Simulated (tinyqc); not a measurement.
# MOSFET in saturation, small-signal circuit and noise, step by step

Numbers from tinyqc (`OMP_NUM_THREADS=1 python tinyqc.py 2150025 2150026 out.jsonl`; about 0.01 s on one thread of a shared Intel Xeon 2.30GHz). Printed values are rounded.

Bias by the inversion coefficient IC = I/Ispec (charge-based model with velocity saturation; weak inversion below 0.1, strong above 10). Common-source circuit: gm, gds, Cgs, Cgd and Cj at the inner nodes, Rg in series with the gate; quasi-static, no source or drain resistance, no gate-body capacitance, no substrate network, no induced gate noise, so fmax is an upper estimate.

Inputs (values chosen for the exercise): temperature T = 250 K; gate length L = 65 nm; total gate width W = 80 um; gate capacitance Cox = 1.13 uF/cm^2; mobility mu = 190 cm^2/(V s); slope factor n = 1.36; velocity-saturation length Ls = 25 nm; ratio gds/gm sg = 0.043; overlap and fringe capacitance per side Cov = 0.34 fF/um; drain junction capacitance Cj = 0.41 fF/um; sheet resistance of the gate Rsh = 10 ohm; finger width Wf = 1 um; gate contact and vertical resistance Rc = 50 ohm um; inversion coefficient IC = 0.72; short-channel excess of the noise factor gw = 0.14; oxide trap density Nt = 1.4e17 cm^-3 eV^-1; tunnelling length into the oxide lt = 0.1 nm; Coulomb scattering coefficient ac = 3000 V s/C; signal frequency f = 2 GHz.

Constants: q = 1.602176634e-19 C, kB = 1.380649e-23 J/K, Vt = kB T/q. Results are converted to the units shown.

Range of the model: fmax exceeds 4 fT, where channel resistance and substrate losses, left out here, would cap it.

## Current, transconductance and gain

Ispec = 2 n mu Cox (W/L) Vt^2, lc = Ls/L, gms = [sqrt((lc IC + 1)^2 + 4 IC) - 1]/[2 + lc (lc IC + 1)], gm = gms Ispec/(n Vt), gds = sg gm.

Ispec = 333.583 uA
I = 240.179 uA
gms = 0.451122
gm = 5.13625 mS
gds = 0.220859 mS
gm/I = 21.3850 1/V

gm/I is 62.7 % of its weak-inversion limit 1/(n Vt); without velocity saturation (lc = 0) gms would be 0.485.

## Capacitances, gate resistance and cut-off frequencies

qs = [sqrt(1 + 4 IC) - 1]/2, Cgs = Cox W L qs (2 qs + 3)/(3 (qs + 1)^2) + Cov W, Cgd = Cov W, Cd = Cj W, Rg = Rsh (Wf/L)/(12 Nf) + Rc/W with Nf = W/Wf fingers (not rounded) contacted at both ends. fT = gm/(2 pi (Cgs + Cgd)), fmax = fT/(2 sqrt(Rg (gds + 2 pi fT Cgd))).

Cgs = 44.2993 fF
Cgd = 27.2 fF
Cd = 32.8 fF
Rg = 0.785256 ohm
fT = 11.4331 GHz
fmax = 138.331 GHz

Overlap and fringe make up 76.1 % of the gate capacitance; fmax is 12.1 times fT.

## Admittance matrix

Inner admittances at w = 2 pi f: y11 = i w (Cgs + Cgd), y12 = -i w Cgd, y21 = gm - i w Cgd, y22 = gds + i w (Cgd + Cd). Invert to Z, add Rg to Z11 and invert back to Y.

inner y (mS):
```
,1,2
1,0.00000+0.89849i,0.00000-0.34181i
2,5.13625-0.34181i,0.22086+0.75398i
```

Y with Rg (mS):
```
,1,2
1,0.00063+0.89849i,-0.00024-0.34181i
2,5.13600-0.34543i,0.22095+0.75536i
```

## Current gain and unilateral power gain

|h21| = |Y21/Y11|; U = |Y21 - Y12|^2/(4 [Re Y11 Re Y22 - Re Y12 Re Y21]). Extrapolated at 20 dB a decade: f |h21| and f sqrt(U).

|h21| = 5.72919
U = 4783.83
f |h21| = 11.4584 GHz
f sqrt(U) = 138.331 GHz

f |h21| is 0.22 % above the formula for fT, and f sqrt(U) within 0.01 % of that for fmax.

## Noise at the gate

Channel noise Sid = 4 kB T gam n gm with gam = (1/2 + (2/3) qs)/(1 + qs) + gw lc IC, qs = [sqrt(1 + 4 IC) - 1]/2, lc = Ls/L (the last term an empirical rise with velocity saturation); at the gate, white noise Sw = Sid/gm^2 + 4 kB T Rg. Number fluctuation with correlated mobility: S(f) = K/f, K = q^2 Vt lt Nt/(W L Cox^2) (1 + ac mu Cox I/gm)^2, Vt in eV with Nt per eV. Corner fc = K/Sw. Full shot noise would be 2 q I.

gam = 0.593194
Sid = 5.72090e-23 A^2/Hz
Sid/(2 q I) = 0.743341
sqrt(Sw) = 1.47628 nV/Hz^0.5
K = 1.23730e-11 V^2
fc = 5.67724 MHz

The gate resistance gives 0.50 % of the white noise power.
